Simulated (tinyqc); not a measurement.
## Germanium share from the critical thickness

Question. Critical thickness (Matthews-Blakeslee, 60-degree dislocations): h = bv (1 - nu/4)[ln(h/bv) + 1]/(4 pi e_par (1 + nu)), nu = c12/(c11 + c12). e_par = b1 x. Find e_par and x.

Values chosen for this exercise:

| symbol | value | unit | meaning |
|---|---|---|---|
| b1 | 0.0418 |  | lattice mismatch per unit x |
| c11 | 162 | GPa | elastic constant |
| c12 | 65.1 | GPa | elastic constant |
| bv | 0.384 | nm | Burgers vector |

critical thickness = 4.7559017 nm

Answer. For given h the relation is explicit in the strain.

e_par = 1.630 %
x = 0.3900

Computed by the program tinyqc: `OMP_NUM_THREADS=1 python tinyqc.py 2530102 2530103 out.jsonl`, one thread of a shared Intel Xeon 2.30GHz, about 0.02 s for the whole run.
